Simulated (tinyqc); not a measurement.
Two-node Weyl semimetal on a cubic lattice and its slab: one step. One k point. Two cases, with inputs chosen for the exercise.

Task: Form M, d, E = -/+ |d| and Omega.

H = d.s with dx = t sin kx, dy = t sin ky, dz = m (2 - cos kx - cos ky) + M(kz), M = tz (cos k0 - cos kz), k in 1/a. Nodes at (0, 0, +/-k0). Berry curvature of the lower band along z: Omega = d.(dd/dkx x dd/dky)/(2|d|^3), in the sense curl of i<u|grad u>.

Case 1.

Values chosen: t = 0.45 eV (hopping in sx and sy); m = 0.96 eV (mass term); tz = 1.15 eV (hopping along z); k0 = 1.71 1/a (position of the nodes); k = (-0.35, -0.23, 0.73) 1/a (wave vector).

Case 2.

Values chosen: t = 0.56 eV (hopping in sx and sy); m = 1.38 eV (mass term); tz = 0.77 eV (hopping along z); k0 = 1.8 1/a (position of the nodes); k = (-0.04, -0.15, 0.79) 1/a (wave vector).

Give: M(kz); dx, dy, dz; |E|; Omega.

Result:

Case 1.

M(kz) = -1.0165 eV

dx, dy, dz (eV): -0.1543  -0.1026  -0.9330

|E| = 0.9513 eV
Omega = -0.1188 a^2

Case 2.

M(kz) = -0.7169 eV

dx, dy, dz (eV): -0.0224  -0.0837  -0.7003

|E| = 0.7056 eV
Omega = -0.3235 a^2

Computed by tinyqc, one run a case: `OMP_NUM_THREADS=1 python tinyqc.py N N+1 out.jsonl` with N = 1452168, 1452788; one thread of a shared Intel(R) Xeon(R) Processor @ 2.30GHz, about 0.2 s a run at most.
